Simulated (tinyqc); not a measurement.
Regular and subregular solution with a miscibility gap: one step, computed by the program tinyqc. Command: `OMP_NUM_THREADS=1 python tinyqc.py 3020155 3020156 out.jsonl regsol walk`. One thread of a shared host (Intel(R) Xeon(R) Processor @ 2.30GHz), about 0.02 s of CPU time with the checks.

Per mole of mixing sites: G(x) = x (1 - x) [L0 + L1 (1 - 2x)] + R T [x ln x + (1 - x) ln(1 - x)], x the fraction of B.

Task: Lever rule at x0. Inside the gap the B-rich phase has the fraction f = (x0 - x1)/(x2 - x1), and the gain is (1 - f) G(x1) + f G(x2) - G(x0); outside it one phase remains.

Inputs (values chosen for the exercise, for a model alloy): asymmetry L1 = 1.1 kJ/mol; temperature T = 1160 K; overall fraction x0 = 0.76.

solubility limit x1 = 0.01873569

solubility limit x2 = 0.9760534

L0 = 38.6 kJ/mol

Constants: R = 8.314462618 J/(mol K).

Give: fraction f of the B-rich phase; free energy of decomposition.

Result:

fraction f of the B-rich phase = 0.77431

free energy of decomposition = -1823.8 J/mol
